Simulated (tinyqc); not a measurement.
MOS inversion layer, Poisson-Schroedinger loop: one step of the calculation.

Electrons confined at an insulator interface at z = 0, treated as a hard wall; parabolic valleys, Hartree approximation, no image or exchange terms. The depletion charge lies far deeper than the electrons and gives a uniform field q Nd/(eps0 eps_r); the gate balances all charge. Energies are counted from the band edge at the interface.

Problem. Levels and probability densities. Tridiagonal Hamiltonian with psi = 0 one step beyond both ends: H_ii = C (1/m_(i-1/2) + 1/m_(i+1/2))/hz^2 + V0_i + U_i (+ dE for the set B), H_(i,i+1) = -C/(m_(i+1/2) hz^2), C = hbar^2/(2 m0). The lowest 2 level(s) of each valley set are kept, normalised to hz sum |psi|^2 = 1. The mass is the same on all intervals.

Values chosen for this exercise; masses and permittivity close to those of germanium (111): mass along z of valley set A (1 valley(s)) mz1 = 1.56 m0; mass along z of valley set B (3 valley(s)) mz2 = 0.0925 m0; extra shift of set B (strain) dE = 0 eV; mesh step hz = 2.6 nm.

Constants: q = 1.602176634e-19 C, hbar = 1.054571817e-34 J s, m0 = 9.1093837015e-31 kg, hbar^2/(2 m0) = 0.0380998212 eV nm^2. Results are converted to the units shown.

```
node  fixed potential V0 (eV)  self-consistent potential U at the start (eV)
1                 0.004646650                                              0
2                 0.009293300                                              0
3                 0.013939951                                              0
4                 0.018586601                                              0
5                 0.023233251                                              0
6                 0.027879901                                              0
7                 0.032526551                                              0
8                 0.037173202                                              0
9                 0.041819852                                              0
10                0.046466502                                              0
11                0.051113152                                              0
12                0.055759802                                              0
13                0.060406453                                              0
14                0.065053103                                              0
15                0.069699753                                              0
16                0.074346403                                              0
17                0.078993053                                              0
18                0.083639704                                              0
19                0.088286354                                              0
```

Give: levels; |psi|^2 of A1; |psi|^2 of A2; |psi|^2 of B1; |psi|^2 of B2.

Solution.

levels (eV): A1 0.009588, A2 0.016051, B1 0.025439, B2 0.044229

```
node  |psi|^2 of A1 (1/nm)  |psi|^2 of A2 (1/nm)  |psi|^2 of B1 (1/nm)  |psi|^2 of B2 (1/nm)
1                  0.26574               0.09866              0.027261              0.025690
2                  0.10619               0.13195              0.075008              0.046845
3                  0.01202               0.13047              0.096141              0.022051
4                  0.00065               0.02195              0.082793              0.000045
5                  0.00002               0.00153              0.054311              0.019005
6                  0.00000               0.00006              0.028872              0.055202
7                  0.00000               0.00000              0.012904              0.072360
8                  0.00000               0.00000              0.004968              0.063193
9                  0.00000               0.00000              0.001677              0.041884
10                 0.00000               0.00000              0.000503              0.022451
11                 0.00000               0.00000              0.000135              0.010105
12                 0.00000               0.00000              0.000033              0.003914
13                 0.00000               0.00000              0.000007              0.001328
14                 0.00000               0.00000              0.000001              0.000400
15                 0.00000               0.00000              0.000000              0.000108
16                 0.00000               0.00000              0.000000              0.000026
17                 0.00000               0.00000              0.000000              0.000006
18                 0.00000               0.00000              0.000000              0.000001
19                 0.00000               0.00000              0.000000              0.000000
```

tinyqc, about 1 s, one thread, Intel Xeon 2.30GHz (shared host): `OMP_NUM_THREADS=1 python tinyqc.py 2160004 2160005 out.jsonl`
